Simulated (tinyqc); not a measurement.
## Inverter chain driving a load

N inverters, each f = Hc^(1/N) times larger than the one before: delay tau N (f + pp). Switched capacitance in units of the first input, with output capacitance pp times the input: Hc + (1 + pp)(Hc - 1)/(f - 1).

Parameters, values chosen for the exercise:

| symbol | value | unit | meaning |
|---|---|---|---|
| Hc | 750 |  | load over the input capacitance of the chain |
| pp | 1 |  | parasitic delay of an inverter |
| tau | 2.3 | ps | delay unit |

Inverter chain driving a load:

| N | f | delay (ps) | switched capacitance |
|---|---|---|---|
| 2 | 27.39 | 130.6 | 806.8 |
| 3 | 9.086 | 69.59 | 935.3 |
| 4 | 5.233 | 57.35 | 1104 |
| 5 | 3.758 | 54.72 | 1293 |
| 6 | 3.014 | 55.40 | 1494 |
| 7 | 2.575 | 57.55 | 1701 |
| 8 | 2.288 | 60.49 | 1913 |
| 9 | 2.087 | 63.89 | 2129 |

What does the table show?

The delay goes from 131 through a minimum of 54.7 (at N = 5 among the rows listed) to 63.9 ps. The best stage effort solves pp + rho (1 - ln rho) = 0, rho = 3.59, which gives N = ln Hc/ln rho = 5.18. One stage fewer than the best costs 4.8 % in delay and saves 15 % of the switched capacitance.

Computed by the program tinyqc: `OMP_NUM_THREADS=1 python tinyqc.py 2082047 2082048 out.jsonl`, one thread of a shared Intel Xeon 2.30GHz, about 0.01 s for the whole run.
